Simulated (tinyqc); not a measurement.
Regular and subregular solution with a miscibility gap: one step, computed by the program tinyqc.

Per mole of mixing sites: G(x) = x (1 - x) [L0 + L1 (1 - 2x)] + R T [x ln x + (1 - x) ln(1 - x)], x the fraction of B.

Task: Coherent spinodal. The spinodal is G'' = 0, R T_s(x) = x (1 - x) [2 L0 + 6 L1 (1 - 2x)]; the critical point is its maximum. If the lattice stays coherent, G'' gains 2 eta^2 Y V_m (eta = d ln a/dx, Y the biaxial modulus, E/(1 - nu) if isotropic), which is L0 replaced by L0 - eta^2 Y V_m (1 GPa cm^3/mol = 1 kJ/mol); the program reports 0 if the result is below its cutoff 3.5 |L1|.

Inputs (values chosen for the exercise, for a model alloy): asymmetry L1 = -1.7 kJ/mol; coherency modulus Y = 209 GPa; molar volume V_m = 16.2 cm^3/mol.

eta = 0.028

L0 = 11.6 kJ/mol

Constants: R = 8.314462618 J/(mol K).

Give: eta^2 Y V_m; top of the coherent spinodal.

Result:

eta^2 Y V_m = 2.6545 kJ/mol

top of the coherent spinodal = 576.34 K
